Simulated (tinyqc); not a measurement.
Contact resistivity and sheet resistance from two contact lengths.

Inverse problem. Rc = [sqrt(rc Rsh)/Wc] coth(Lc/(2 LT)), LT = sqrt(rc/Rsh), Wc = 50 nm; the second contact is twice as long as the first. Find LT, rc and Rsh.

Rc for Lc = 17 and 34 nm (ohm): 185.445437  105.664530

Solution. With t = tanh(Lc/(2 LT)) for the shorter contact, the resistance of the longer over that of the shorter is (1 + t^2)/2. Then sqrt(rc Rsh) = Rc t Wc, and rc and Rsh follow by multiplying and dividing by LT.

LT = 21.7 nm
rc = 7.50e-10 ohm cm^2
Rsh = 160 ohm

Computed by the program tinyqc: `OMP_NUM_THREADS=1 python tinyqc.py 2170167 2170168 out.jsonl`, one thread of a shared Intel Xeon 2.30GHz, about 0.1 s for the whole run.
